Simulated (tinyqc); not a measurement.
# Resistance of a source-drain extension with a graded tip, step by step

Program tinyqc, `OMP_NUM_THREADS=1 python tinyqc.py 2282258 2282259 out.jsonl`; Intel Xeon 2.30GHz, shared host, one thread, about 0.03 s. Printed values are rounded.

y runs along the channel, the gate covers y > 0. The doping is N0 for y < y0 and N0 10^(-(y - y0)/la) beyond, uniform over the depth xj. Sheet conductance s(y) = q mu(N) max(N - Nch, 0) xj + (for y > 0) ma Cox Vo, with mu(N) = u0 + (u1 - u0)/(1 + (N/Nr)^au) and Cox = eps0 eox/tox. Current is taken as one-dimensional; depletion of the tip, spreading and the contact are left out. The metallurgical junction lies at yj, where N = Nch.

Parameters, values chosen for the exercise; mobility law close to that of electrons in silicon:
- eox = 9.06 (relative permittivity of the gate insulator (close to aluminium oxide))
- tox = 3.7 nm (insulator thickness)
- N0 = 1.3e20 cm^-3 (active doping of the extension far from the gate)
- la = 5.5 nm/decade (lateral abruptness)
- y0 = 1.9 nm (position under the gate where the fall begins (gate edge at 0))
- xj = 17 nm (depth of the extension)
- Nch = 6.9e17 cm^-3 (channel doping)
- Vo = 0.62 V (gate overdrive)
- ma = 110 cm^2/(V s) (mobility of the gate-induced layer)
- u1 = 1414 cm^2/(V s) (mobility at low doping)
- u0 = 68.5 cm^2/(V s) (mobility at high doping)
- Nr = 9.2e16 cm^-3 (reference doping)
- au = 0.711 (exponent)
- Lg = 50 nm (gate length)

Constants: q = 1.602176634e-19 C, eps0 = 8.8541878128e-14 F/cm where lengths are in cm. Results are converted to the units shown.

## Sheet resistances and junction position

yj = y0 + la log10(N0/Nch); sheet resistance of the full extension 1/[q mu(N0)(N0 - Nch) xj] and of the gate-induced layer 1/(ma Cox Vo); metallurgical length Lg - 2 yj; ye is where the doped and the gate-induced conductances are equal.

yj = 14.4130 nm
sheet resistance of the extension = 372.597 ohm/square
sheet resistance of the induced layer = 6763.02 ohm/square
metallurgical length = 21.1740 nm
ye = 10.0470 nm
N at ye = 4.29211e18 cm^-3

The gate takes over 4.37 nm before the junction, where N is still 6.22 times the channel doping.

## Resistance of the overlapped part

Midpoint rule on 10 equal steps from 0 to yj: R_ov = sum h/s(y), per width.

```
point    y (nm)   N (cm^-3)  doped conductance (uS)  sheet resistance (ohm/square)
0      0.720651      1.3e20                 2683.86                        353.141
1       2.16195  1.16497e20                 2423.19                        388.946
2       3.60325  6.37178e19                 1394.64                        648.297
3       5.04456  3.48502e19                 818.465                        1034.85
4       6.48586  1.90612e19                 491.203                        1564.78
5       7.92716  1.04255e19                 301.038                        2227.66
6       9.36846  5.70218e18                 186.256                        2992.94
7       10.8098  3.11879e18                 112.515                        3840.57
8       12.2511  1.70581e18                 60.4376                        4800.75
9       13.6924  9.32989e17                 18.9150                        5995.99
```

R_ov = 34.372 ohm um

The exact integral is 34.477 ohm um; the coarse sum is 0.30 % below it.
